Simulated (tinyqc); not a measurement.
Changing the depletion charge N_d: low-temperature mobility of a two-dimensional electron gas with static screening. Computed by tinyqc, a small Python program. Command: `OMP_NUM_THREADS=1 python tinyqc.py 3029107 3029108 out.jsonl twodeg sweep`. One thread of a shared host (Intel(R) Xeon(R) Processor @ 2.30GHz), about 0.04 s of CPU time with the checks.

One subband is filled, the gas is degenerate and scatters at the Fermi circle; one permittivity serves on both sides of the interface. All formulas are in SI units, masses times m_0. Piezoelectric and polar phonons are left out, and n_s is taken as set by a gate, independent of N_i.

Inputs (values chosen for the exercise, modelled on a silicon inversion layer):

| quantity | value | unit |
|---|---|---|
| in-plane mass m | 0.189 | m_0 |
| mass across the layer m_z | 0.937 | m_0 |
| permittivity eps | 11.7 | - |
| valley degeneracy g_v | 2 | - |
| sheet density n_s | 8.9e+12 | 1/cm^2 |
| roughness height Delta | 0.36 | nm |
| correlation length Lambda | 6 | nm |
| remote charge density N_i | 1.9e+12 | 1/cm^2 |
| distance d of the charges from the interface | 0.43 | nm |
| density rho | 2329 | kg/m^3 |
| sound velocity v_l | 9240 | m/s |
| deformation potential D_A | 12 | eV |
| temperature T | 60 | K |

Wave function: ideal sheet. Roughness spectrum: Gaussian.

Constants: m_0 = 9.1093837015e-31 kg; e = 1.602176634e-19 C; eps_0 = 8.8541878128e-12 F/m; hbar = 1.054571817e-34 J s; k_B = 1.380649e-23 J/K.

Method:
- k_F = sqrt(2 pi n_s/g_v); E_F = hbar^2 k_F^2/(2 m); q_TF = g_v m e^2/(2 pi eps eps_0 hbar^2); Fang-Howard parameter b = [12 m_z e^2 (N_d + 11 n_s/32)/(eps eps_0 hbar^2)]^(1/3), mean depth 3/b; effective field F = e (N_d + n_s/2)/(eps eps_0).
- Form factors of a sheet of zero thickness: G(q) = 1, P(q) = exp(-q d). Dielectric function eps(q) = 1 + q_TF G(q)/q, with q = 2 k_F sin(theta/2).
- Roughness: <|U|^2> = (e F)^2 S(q), S = pi Delta^2 Lambda^2 exp(-q^2 Lambda^2/4).
- 1/tau_t = (m/(pi hbar^3)) int_0^pi (1 - cos theta) <|U|^2>/eps(q)^2 dtheta; the quantum rate 1/tau_q drops the factor (1 - cos theta); 200 Gauss-Legendre points in s with theta = pi s^2, s from 0 to 1; mu = e tau_t/m.
- Remote charges: <|U|^2> = N_i [e^2 P(q)/(2 eps eps_0 q)]^2.
- Unscreened deformation potential in equipartition: 1/tau = m D_A^2 k_B T I/(rho v_l^2 hbar^3), I = int |psi|^4 dz = 3 b/16 for the Fang-Howard function (used for both wave-function options); mu = e tau/m. Bloch-Grueneisen temperature T_BG = 2 hbar v_l k_F/k_B.
- At the Fermi circle the rates add, so 1/mu is the sum; sheet resistance 1/(n_s e mu); mean free path hbar k_F mu/e; the quantum time adds the rates 1/tau_q, with the isotropic acoustic rate e/(m mu).

One run for each value:

| depletion charge N_d (1/cm^2) | roughness mobility (cm^2/(V s)) | mean depth (nm) | acoustic mobility (cm^2/(V s)) | effective field F (MV/cm) | mobility mu (cm^2/(V s)) | remote-charge mobility (cm^2/(V s)) |
|---|---|---|---|---|---|---|
| 1.00e+10 | 30078 | 1.568 | 11474 | 0.690 | 1580 | 1952 |
| 2.30e+10 | 29904 | 1.566 | 11458 | 0.692 | 1579 | 1952 |
| 5.10e+10 | 29533 | 1.561 | 11424 | 0.696 | 1578 | 1952 |
| 1.20e+11 | 28648 | 1.550 | 11341 | 0.707 | 1574 | 1952 |
| 2.60e+11 | 26970 | 1.528 | 11179 | 0.728 | 1565 | 1952 |
| 5.90e+11 | 23554 | 1.480 | 10831 | 0.779 | 1545 | 1952 |
| 1.30e+12 | 18096 | 1.395 | 10208 | 0.889 | 1502 | 1952 |
| 3.00e+12 | 10780 | 1.250 | 9147 | 1.152 | 1400 | 1952 |

Describe and explain the trends.

Over the rows, roughness mobility (cm^2/(V s)) falls from 30100 to 10800 (exponent d ln y / d ln x -0.0070 between the first rows and -0.62 between the last); mean depth (nm) falls from 1.57 to 1.25 (exponent d ln y / d ln x -0.0017 between the first rows and -0.13 between the last); acoustic mobility (cm^2/(V s)) falls from 11500 to 9150 (exponent d ln y / d ln x -0.0017 between the first rows and -0.13 between the last). Depletion charge adds to the field in full, the gas itself by half; it thins the layer, which raises int |psi|^4 dz and with it the phonon rate.

Caution (all rows): T is below the Bloch-Grueneisen temperature T_BG, so equipartition fails: the acoustic mobility is only a lower bound and the acoustic share of 1/mu is overstated.
